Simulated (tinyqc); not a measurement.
# Surface potential of a MOS transistor: implicit equation and explicit approximations: what changes with what

p-type body, charge-sheet picture, depletion and inversion only, full ionisation (an idealisation for deep acceptors), Boltzmann statistics (rough once Na exp(x - xn) passes about Nc/7). In units of Vt: xg = (Vg - Vfb)/Vt, x = psi/Vt, G = gamma/sqrt(Vt), xn = (2 phiF + Vc)/Vt. The implicit equation is (xg - x)^2 = G^2 [x - 1 + exp(x - xn)] for x above about 3. Cox = eps0 eox/tox.

Parameters, values chosen for the exercise; band and dielectric values close to those of 4H silicon carbide:

| symbol | value | unit | meaning |
|---|---|---|---|
| T | 350 | K | temperature |
| Eg | 3.24 | eV | band gap |
| eps_r | 9.83 |  | relative permittivity |
| Nc | 2.13e19 | cm^-3 | conduction-band density of states at T |
| Nv | 3.2e19 | cm^-3 | valence-band density of states at T |
| eox | 3.9 |  | relative permittivity of the gate insulator (close to silicon dioxide) |
| tox | 13 | nm | insulator thickness |
| Na | 5.8e17 | cm^-3 | acceptor density |
| Vfb | -0.62 | V | flat-band voltage |
| Vc | 0 | V | channel-body voltage |
| Vg | 5.8 | V | gate-body voltage |

Constants: q = 1.602176634e-19 C, kB = 1.380649e-23 J/K, Vt = kB T/q, eps0 = 8.8541878128e-14 F/cm where lengths are in cm. Results are converted to the units shown.

Each table varies one quantity; the others keep the values above.

## Accuracy of the approximations against gate voltage

ni = sqrt(Nc Nv) exp(-Eg/(2 Vt)), Eg in volts; phiF = Vt ln(Na/ni); gamma = sqrt(2 q eps0 eps_r Na)/Cox; VT = Vfb + Vt (xn + G sqrt(xn - 1)). Depletion value a = 1 + [sqrt(G^2/4 + xg - 1) - G/2]^2; inversion value b = xn + ln[(xg - xn)^2/G^2 - xn + 1] and first guess y = min(a, b) - ln(1 + exp(-|a - b|)) if a > xn + 1, else b = y = a; one second-order correction with D = exp(y - xn), p = 2 (xg - y) + G^2 (1 + D), w = (xg - y)^2 - G^2 (y - 1 + D): z = y + 2 w/(p + sqrt(p^2 - 2 (2 - G^2 D) w)), or the Newton step z = y + w/p where the root is not real. N_inv = (Cox Vt G/q) [sqrt(x - 1 + exp(x - xn)) - sqrt(x - 1)] at the root. Lambert form (Cox m Vt/q) W0[(G/(2 m sqrt(xn - 1))) exp((Vg - VT)/(m Vt))], m = 1 + G/(2 sqrt(xn - 1)). Errors under 1e-4 mV, and the linear form below VT, are printed as 0.

Accuracy of the approximations against gate voltage:
```
Vg (V),psi (V),x - xn,error of y (mV),error of z (mV),N_inv (cm^-2),Cox (Vg - VT)/q (cm^-2),Lambert form (cm^-2)
4.6,2.7314,-9.2481,9.16e-4,0,2.2180e6,0,1.9704e6
4.8,2.8688,-4.6931,0.0856,0,2.0576e8,0,1.9738e8
5,3.0007,-0.31941,6.68,-0.0117,1.5929e10,0,1.5931e10
5.2,3.0737,2.0998,14.4,-0.635,1.7373e11,3.2453e11,1.7509e11
5.4,3.1025,3.0554,12.4,-0.464,4.3684e11,6.5611e11,4.4033e11
5.6,3.1190,3.6016,9.46,-0.190,7.2932e11,9.8769e11,7.3505e11
5.8,3.1305,3.9833,7.70,-0.0984,1.0336e12,1.3193e12,1.0416e12
6,3.1394,4.2782,6.56,-0.0592,1.3441e12,1.6509e12,1.3543e12
6.2,3.1467,4.5197,5.75,-0.0392,1.6584e12,1.9824e12,1.6707e12
```

psi rises from 2.73 to 3.15 V and ends 4.5 Vt above 2 phiF + Vc. Among the rows the first guess is off by at most 14 mV (at Vg = 5.2 V) and the corrected value by at most 0.64 mV. In the last row the linear form is 20 % above N_inv and the Lambert form 0.74 % above it; in the first row the Lambert form is 11 % below it. For Vg = 5.2, 5.4, 5.6, 5.8, 6, 6.2 the electron quasi-Fermi level lies less than 2 Vt below the band edge at the surface, or above it, where degeneracy and confinement, left out, matter.

## Effect of the insulator thickness at fixed gate voltage

Same model as above.

Effect of the insulator thickness at fixed gate voltage:
```
tox (nm),psi (V),x - xn,error of y (mV),error of z (mV),N_inv (cm^-2),Cox (Vg - VT)/q (cm^-2),Lambert form (cm^-2)
4.3,3.2253,7.1254,4.39,-0.0171,1.1526e13,1.2756e13,1.1670e13
5.9,3.2043,6.4310,4.36,-0.0168,7.2745e12,8.1219e12,7.3536e12
8.1,3.1810,5.6572,4.67,-0.0206,4.1626e12,4.7389e12,4.2019e12
11,3.1527,4.7194,5.83,-0.0411,1.9659e12,2.3471e12,1.9821e12
15,3.0978,2.9002,12.3,-0.444,3.7674e11,5.6556e11,3.7948e11
21,2.5429,-15.500,0,0,4429.6,0,3092.5
```

As tox goes from 4.3 to 21, psi falls from 3.23 to 2.54 V, x - xn falls from 7.13 to -15.5 and N_inv falls from 1.15e13 to 4430 cm^-2. The Lambert form lies between 0.698 and 1.01 times N_inv. For tox = 4.3, 5.9, 8.1, 11, 15 the electron quasi-Fermi level lies less than 2 Vt below the band edge at the surface, or above it, where degeneracy and confinement, left out, matter.

Numbers from tinyqc (`OMP_NUM_THREADS=1 python tinyqc.py 2122185 2122186 out.jsonl`; about 0.01 s on one thread of a shared Intel Xeon 2.30GHz).
